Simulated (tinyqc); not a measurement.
Modulation-doped quantum well, Poisson-Schroedinger loop: one step of the calculation.

A well of width L centred at z = 0 between barriers Vb; effective-mass electrons, parabolic bands. The electrons come from donor sheets outside the mesh, a share fL of Ns on the left and the rest on the right, so the structure is neutral. Energies are counted from the band edge of the well, with U = 0 on the first node in the Hartree part.

Problem. Levels and probability densities. Tridiagonal Hamiltonian with psi = 0 one step beyond both ends: H_ii = C (1/m_(i-1/2) + 1/m_(i+1/2))/hz^2 + V0_i + U_i, H_(i,i+1) = -C/(m_(i+1/2) hz^2), C = hbar^2/(2 m0). The lowest 3 level(s) are kept, normalised to hz sum |psi|^2 = 1.

Parameters, values chosen for the exercise: mesh step hz = 0.73 nm.

Constants: q = 1.602176634e-19 C, hbar = 1.054571817e-34 J s, m0 = 9.1093837015e-31 kg, hbar^2/(2 m0) = 0.0380998212 eV nm^2. Results are converted to the units shown.

```
node,fixed potential V0 (eV),self-consistent potential U at the start (eV)
1,0.48507100,0
2,0.48791800,0
3,0.49076500,0
4,-0.01138800,0
5,-0.00854100,0
6,-0.00569400,0
7,-0.00284700,0
8,0.00000000,0
9,0.00284700,0
10,0.00569400,0
11,0.00854100,0
12,0.01138800,0
13,0.51923500,0
14,0.52208200,0
15,0.52492900,0
```

mass on the intervals 1/2, 3/2, ... (mean of both at an interface) (m0): [0.0737, 0.0737, 0.0737, 0.0578, 0.0419, 0.0419, 0.0419, 0.0419, 0.0419, 0.0419, 0.0419, 0.0419, 0.0578, 0.0737, 0.0737, 0.0737]

Find: levels; |psi|^2 of E1; |psi|^2 of E2; |psi|^2 of E3.

Solution.

levels (eV): E1 0.08597, E2 0.35275, E3 0.75315

```
node,|psi|^2 of E1 (1/nm),|psi|^2 of E2 (1/nm),|psi|^2 of E3 (1/nm)
1,0.00122,0.00732,0.04282
2,0.00708,0.03342,0.12721
3,0.02833,0.09334,0.16719
4,0.08373,0.18995,0.13185
5,0.13005,0.19123,0.02797
6,0.16966,0.11983,0.01067
7,0.19452,0.03324,0.10751
8,0.20001,0.00038,0.16582
9,0.18566,0.04723,0.09412
10,0.15488,0.13733,0.00511
11,0.11404,0.20110,0.03808
12,0.07103,0.18997,0.14184
13,0.02318,0.08892,0.16088
14,0.00556,0.03022,0.11263
15,0.00092,0.00637,0.03617
```

Numbers from tinyqc (`OMP_NUM_THREADS=1 python tinyqc.py 2140016 2140017 out.jsonl`; about 0.2 s on one thread of a shared Intel Xeon 2.30GHz).
